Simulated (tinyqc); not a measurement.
Inside a calculation: polytypes by hexagonality, and a cubic inclusion as a quantum well. Values are carried at full precision from step to step, so a last printed digit may differ when a step is redone from the rounded ones.

A layer is h if its two neighbours in the periodic sequence sit on the same site, k otherwise; the hexagonality h is the share of h layers.

Constants: hbar^2/2m0 = 3.80998211 eV angstrom^2.

Values chosen for the exercise (of the order of those of GaN; not measured data):
```
symbol  value           unit      meaning
E3      3.277           eV        gap of the cubic polytype
E2      3.501           eV        gap of 2H
Ev2     0.057           eV        valence top of 2H above that of 3C
P2      -0.0164         C/m^2     spontaneous polarisation of 2H
m       (0.185, 0.214)  m0        electron mass along c in the cubic layer and in the host
d       2.593           angstrom  thickness of a double layer
eps     9.4                       dielectric constant
N       4                         double layers in the cubic inclusion
```

## Hexagonality

Stacking sequences:
```
polytype    sequence
2H                AB
6H            ABCACB
10H       ABCABCBACB
3C               ABC
8H          ABCABACB
```

Give the h/k string and h of each.

Hexagonality:
```
polytype  h/k string       h
2H                hh  1.0000
6H            hkkhkk  0.3333
10H       hkkkkhkkkk  0.2000
3C               kkk  0.0000
8H          hkkkhkkk  0.2500
```

## Gaps and band edges

Gap: E3 + (E2 - E3) h. Valence top Ev2 h and polarisation P2 h, both counted from 3C; Ec = Ev + gap.

Evaluate for each polytype.

Results:
```
polytype  gap (eV)  Ev (eV)  Ec (eV)  P (C/m^2)
2H          3.5010   0.0570   3.5580   -0.01640
6H          3.3517   0.0190   3.3707   -0.00547
10H         3.3218   0.0114   3.3332   -0.00328
3C          3.2770   0.0000   3.2770    0.00000
8H          3.3330   0.0143   3.3472   -0.00410
```

The widest gap is that of 2H, the narrowest that of 3C. Ev and Ec both rise with h, so 3C collects electrons and the more hexagonal side holes: a staggered line-up.

## The bound level without the field

A cubic inclusion of width L = N d in the host (h = 1) is a well of depth V = Ec(host) - Ec(3C). Square well with mass mismatch: k tan(k L/2) = (m_w/m_b) q, k = sqrt(m_w E/c), q = sqrt(m_b (V - E)/c), c = hbar^2/2m0, lowest root. The depth of the level, V - E, is its binding, and the transition to the valence top of the host is gap(host) - (V - E). The step in polarisation gives a field |F| = |P|/(eps eps0) in a thin inclusion, eps0 = 8.8541878e-12 F/m.

Give V, L, the level E, its depth below the host conduction edge and the transition to the valence top of the host, gap(host) - (V - E).

V = 0.2810 eV
L = 10.372 angstrom
E above the bottom = 0.2046 eV
depth below the host edge = 0.0764 eV
transition = 3.4246 eV

The level keeps 27 % of the well depth. The transition lies above the gap of 3C itself (3.277 eV). At a few layers the effective-mass picture is only a guide.

## The polarisation field

Give |F|, the drop |F| L, the bound charge |P|/e per cm^2 (e = 1.602176634e-19 C), and, as a first estimate, the shift -|F| L/2 of the transition for an electron centred in the layer and a hole in the host on the high side.

|F| = 1.970 MV/cm
drop = 204.4 meV
bound charge = 1.02e+13 cm^-2
estimated shift = -102.2 meV

The drop is 73 % of the well depth. The host edge on the low side sinks by 102 meV against the centre, more than the 76 meV by which the flat well binds, so the level may not survive the field and the estimate must be checked.

## Checks

- Square-well root against finite differences on a grid of 0.5 angstrom (eV): both 0.205.

Computed by tinyqc, a small Python program: `OMP_NUM_THREADS=1 python tinyqc.py 1850197 1850198 out.jsonl` (the numbers bound the seed that draws the inputs); one thread of a shared host (Intel(R) Xeon(R) Processor @ 2.30GHz), about 0.06 s for the whole set of steps.
